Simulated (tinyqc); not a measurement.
Two coupled magnetic layers: synthetic antiferromagnet, spin flop, exchange bias and magnetoresistance: one step, computed by the program tinyqc. Command: `OMP_NUM_THREADS=1 python tinyqc.py 3009839 3009840 out.jsonl saf walk`. One thread of a shared host (Intel(R) Xeon(R) Processor @ 2.30GHz), about 0.2 s of CPU time with the checks.

Moments lie in the plane at the angles p1, p2 from the field. Energy per area: E = J1 cos(p1 - p2) + J2 cos^2(p1 - p2) - B M_s (t1 cos p1 + t2 cos p2) + K (t1 cos^2 p1 + t2 cos^2 p2).

Task: Saturation field. The parallel state is stable while the Hessian at p1 = p2 = 0 is positive: with c = J1 + 2 J2 and u = B M_s - 2K, (u t1 - c)(u t2 - c) > c^2, so B_sat M_s = c (1/t1 + 1/t2) + 2K. B_K = 2K/M_s.

Inputs (values chosen for the exercise, for a model stack):

| quantity | value | unit |
|---|---|---|
| saturation magnetisation M_s | 815 | kA/m |
| thickness t1 | 1.6 | nm |
| thickness t2 | 1.6 | nm |
| antiferromagnetic coupling J1 | 0.14 | mJ/m^2 |
| biquadratic coupling J2 | 0 | mJ/m^2 |
| in-plane anisotropy K | 0.65 | kJ/m^3 |
| field over the saturation field | 0.42 | - |

Field direction: along the hard axis.

Give: exchange field c (1/t1 + 1/t2)/M_s; B_K; saturation field B_sat; applied field B.

Result:

exchange field c (1/t1 + 1/t2)/M_s = 214.7 mT

B_K = 1.595 mT

saturation field B_sat = 216.3 mT

applied field B = 90.85 mT
